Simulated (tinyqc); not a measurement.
One-electron ion in a basis of Gaussians, step by step. Computed by tinyqc, a small Python program that keeps every step. Settings: Z = 1, l = 0. Command: `OMP_NUM_THREADS=1 python tinyqc.py 28333 28334 out.jsonl` (the two numbers bound the seeds that draw the settings). One thread of a shared host (Intel(R) Xeon(R) Processor @ 2.60GHz), about 0.01 s of CPU time with the checks.

## Matrices over normalised Gaussians

exponents of r^l exp(-a r^2) (1/bohr^2): 0.123600  0.194800  0.306900

Z = 1

l = 0

With p = a_i + a_j and I(k) = Gamma((k+1)/2) / (2 p^((k+1)/2)): S = I(2l+2), T = (2l+3) a_i a_j S / p, V = -Z I(2l+1), each divided by sqrt(S_ii S_jj).

S, lower triangle:
```
          1         2         3
1  1.000000
2  0.962257  1.000000
3  0.860690  0.962317  1.000000
```

T (hartree), lower triangle:
```
          1         2         3
1  0.185400
2  0.218296  0.292200
3  0.227515  0.344018  0.460350
```

V (hartree), lower triangle:
```
           1          2          3
1  -0.561021
2  -0.612678  -0.704311
3  -0.637219  -0.769122  -0.884033
```

## Generalised eigenproblem

H = T + V (hartree), lower triangle:
```
           1          2          3
1  -0.375621
2  -0.394382  -0.412111
3  -0.409703  -0.425104  -0.423683
```

Solve H C = S C e through S^(-1/2); each column has its largest component positive (the first on a tie).

eigenvalues of S: 0.003044  0.139310  2.857646

eigenvalues (hartree): -0.454148  0.022089  0.619151

coefficients:
```
           1          2          3
1  -1.355724  -4.061626  -6.533997
2   1.814033   4.346414  13.847310
3  -1.548010  -0.445940  -7.650400
```

For Z = 1 and l = 0 the exact lowest level is -Z^2/(2 n^2) with n = l + 1: -0.500000 hartree. The basis is nearly linearly dependent, so rounded matrices do not reproduce these digits.
